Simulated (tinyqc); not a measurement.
Donor or exciton in a quantum well (variational effective-mass method): one step, computed by the program tinyqc. Command: `OMP_NUM_THREADS=1 python tinyqc.py 3027823 3027824 out.jsonl welldonor walk`. One thread of a shared host (Intel(R) Xeon(R) Processor @ 2.30GHz), about 0.1 s of CPU time with the checks.

H = -nabla^2 - 2/|r - r_i| + V(z) in effective units; trial function psi = f(z) exp(-|r - r_i|/lambda), f the ground state of the well. Mass and screening are the same in well and barrier; l = L/a* is the width in effective units. Bands are flat: no polarisation or applied field.

Question. Best radius. k solves k tan(k l/2) = sqrt(v - k^2), v = V_0/Ry*, 0 < k l/2 < pi/2 (bisection); f = cos(k z) inside and cos(k l/2) exp(-kappa (|z| - l/2)) outside, kappa = sqrt(v - k^2); subband energy k^2 Ry*. Binding E_b(lambda) = -1/lambda^2 + 4 A/(lambda B), with A = int f^2 exp(-2 s/lambda) dz, B = int f^2 exp(-2 s/lambda)(1 + 2 s/lambda) dz and s = |z - z_i|; 40 Gauss-Legendre points on each piece between the walls at z = -l/2 and l/2 and z_i, and out to 12/(kappa + 1/lambda) beyond the walls. Golden-section search for the maximum over lambda from 0.3 to 4, 40 steps.

Inputs (values chosen for the exercise, for a model semiconductor): donor position z_i/L from the centre = 0.3; barrier height V_0 = 0.13 eV.

Centre: donor. Barriers: finite.

l = 1.398397

Ry* = 13.52891 meV

a* = 4.362136 nm

Give: best lambda; binding in Ry*; binding energy; radius lambda a*.

Answer.

best lambda = 1.033 a*

binding in Ry* = 1.471

binding energy = 19.90 meV

radius lambda a* = 4.506 nm

Confinement changes the binding by a factor 1.471 against the bulk value (with finite barriers it peaks in a narrow well and returns to 1 as L tends to 0, and away from the walls of a wide well it tends to 1).
